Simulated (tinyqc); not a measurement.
Time-domain thermoreflectance: layered heat flow under a modulated pulse train, and what the signal ratio measures. Changing the modulation frequency f. Computed by tinyqc, a small Python program. Command: `OMP_NUM_THREADS=1 python tinyqc.py 3111861 3111862 out.jsonl tdtr sweep`. One thread of a shared host (Intel(R) Xeon(R) Processor @ 2.30GHz), about 0.1 s of CPU time with the checks.

Pulses repeat at 80 MHz; heat is laid down at the surface, all layers are isotropic.

Inputs (values chosen for the exercise, modelled on aluminium on silica): metal thickness d = 66 nm; metal conductivity = 140 W/(m K); metal heat capacity = 2.42 MJ/(m^3 K); boundary conductance G under the metal = 34 MW/(m^2 K); substrate conductivity kappa = 1.35 W/(m K); substrate heat capacity C = 1.66 MJ/(m^3 K); spot radius w (1/e^2, pump and probe) = 8.6 micrometre; delay t = 120 ps.

Stack: metal, substrate.

Method:
- Penetration depth sqrt(kappa/(pi f C)); effusivity sqrt(kappa C); cooling time of the metal d C_m/G; Kapitza length kappa/G.
- For radial wave number k and angular frequency W each layer has u = sqrt(4 pi^2 k^2 + i W C/kappa) and gamma = kappa u. Surface impedance from below: Z = 1/gamma for the substrate; a layer of thickness L maps Z to (Z + tanh(u L)/gamma)/(1 + gamma Z tanh(u L)); a boundary adds 1/G.
- Response per absorbed watt H(W) = 2 pi int_0^(2/w) Z(k, W) exp(-pi^2 k^2 w^2) k dk by 20 Gauss-Legendre points.
- Signal: X + iY = sum_(m = -M..M) H(2 pi (f + m f_r)) exp(i 2 pi m f_r t) exp(-pi (m/M)^2 x 4), f_r = 80 MHz, M = 4000, with H(-W) the complex conjugate of H(W); V_in = X, V_out = Y, ratio = -V_in/V_out.

One run for each value:
```
modulation frequency f (MHz)  ratio -V_in/V_out  phase of H(2 pi f) (degrees)  penetration depth (micrometre)
0.30                                     1.3161                       -41.266                         0.92892
0.55                                     1.2610                       -43.947                         0.68605
1.00                                     1.2287                       -46.755                         0.50879
1.80                                     1.2227                       -49.801                         0.37923
3.30                                     1.2564                       -53.381                         0.28008
6.00                                     1.3623                       -57.455                         0.20771
11.00                                    1.6379                       -62.150                         0.15341
20.00                                    2.4550                       -67.167                         0.11377
```

What does the table show?

Over the rows, ratio -V_in/V_out goes from 1.32 through a minimum among these rows, 1.22 at 1.80, to 2.45; phase of H(2 pi f) (degrees) falls from -41.3 to -67.2 (exponent d ln y / d ln x 0.10 between the first rows and 0.13 between the last); penetration depth (micrometre) falls from 0.929 to 0.114 (exponent d ln y / d ln x about -0.50 throughout).

Extremes, crossings and ranges named in words are read from the listed rows.
